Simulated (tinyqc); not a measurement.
Changing the temperature T: valley-orbit splitting of a donor ground state, with strain. Computed by tinyqc, a small Python program. Command: `OMP_NUM_THREADS=1 python tinyqc.py 3015966 3015967 out.jsonl valleyorbit sweep`. One thread of a shared host (Intel(R) Xeon(R) Processor @ 2.30GHz), about 0.01 s of CPU time with the checks.

The basis is the 1s envelope in each valley; energies are counted from the unstrained conduction-band edge. The strain is e_s (a a^T - 1/3) for the unit stress axis a, so valley j along n_j moves by Xi_u e_s w_j with w_j = (n_j.a)^2 - 1/3: +1/3 for [111] and [-1-11], -1/3 for the others.

Inputs (values chosen for the exercise, modelled on donors in germanium): single-valley binding energy E_0 = 9.84 meV; central-cell shift Lambda = 1.1 meV; coupling Delta_1 = 0.59 meV; shear deformation potential Xi_u = 15.9 eV; shear strain e_s = -0.00041; donor density N_D = 2.6e+15 cm^-3; density-of-states mass of one valley m_e = 0.217 m_0.

Valleys: four along <111>. Stress axis: [110].

Constants: k_B = 8.617333262e-05 eV/K; m_0 = 9.1093837015e-31 kg; k_B = 1.380649e-23 J/K; h = 6.62607015e-34 J s.

Method. H_jj = -(E_0 + Lambda) + Xi_u e_s w_j; H_jk = -Delta_1 between any two valleys. z = sum over levels of exp(-(E - E_ground)/k_B T), the ground-state share being 1/z; N_c = 2 (2 pi m_e k_B T/h^2)^(3/2) sum_j exp(-(shift_j - lowest shift)/k_B T); n1 = N_c/(2 z) exp(-binding/k_B T), binding = lowest shift - E_ground; without compensation n = 2 N_D/(1 + sqrt(1 + 4 N_D/n1)) (Boltzmann statistics; p and higher states left out).

One run for each value:
```
temperature T (K)  partition sum z  share of neutral donors in the ground state  free electrons n (cm^-3)
10                          1.1840                                      0.84463                6.0959e+12
15                          1.3511                                      0.74012                7.6230e+13
23                          1.6094                                      0.62136                4.5204e+14
36                          1.9766                                      0.50591                1.3529e+15
55                          2.3766                                      0.42077                2.1304e+15
84                          2.7673                                      0.36137                2.4533e+15
130                         3.1139                                      0.32114                2.5520e+15
300                         3.5685                                      0.28023                2.5919e+15
```

Give the missing row, temperature T (K) = 200.

Computed row:
```
temperature T (K)  partition sum z  share of neutral donors in the ground state  free electrons n (cm^-3)
200                         3.3815                                      0.29573                2.5818e+15
```

Interpolating between the two neighbouring rows (the first column on a logarithmic scale, the others too where they are positive) misses most in share of neutral donors in the ground state, by 1.2 %. Over the rows, partition sum z rises from 1.18 to 3.57 (exponent d ln y / d ln x 0.33 between the first rows and 0.13 between the last); share of neutral donors in the ground state falls from 0.845 to 0.280 (exponent d ln y / d ln x -0.33 between the first rows and -0.13 between the last); free electrons n (cm^-3) rises from 6.10e12 to 2.59e15 (exponent d ln y / d ln x 6.2 between the first rows and 0.0097 between the last).

Caution (rows 55.0, 84.0, 130, 200, 300): k_B T exceeds a third of E_0, so the p and higher states, left out, hold part of the bound electrons.
